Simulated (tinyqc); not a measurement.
Worked calculation: one-electron ion in a basis of Gaussians. One step of it, computed by the program tinyqc.

Task: Matrices over normalised Gaussians. With p = a_i + a_j and I(k) = Gamma((k+1)/2) / (2 p^((k+1)/2)): S = I(2l+2), T = (2l+3) a_i a_j S / p, V = -Z I(2l+1), each divided by sqrt(S_ii S_jj).

exponents of r^l exp(-a r^2) (1/bohr^2): [0.953000, 1.257000, 1.658000]

Z = 3

l = 0

Give: S; T; V.

Result:

S:
```
[[1.0000, 0.9858, 0.9448],
 [0.9858, 1.0000, 0.9858],
 [0.9448, 0.9858, 1.0000]]
```

T (hartree):
```
[[1.4295, 1.6030, 1.7153],
 [1.6030, 1.8855, 2.1144],
 [1.7153, 2.1144, 2.4870]]
```

V (hartree):
```
[[-4.6735, -4.9608, -5.1680],
 [-4.9608, -5.3673, -5.6973],
 [-5.1680, -5.6973, -6.1643]]
```
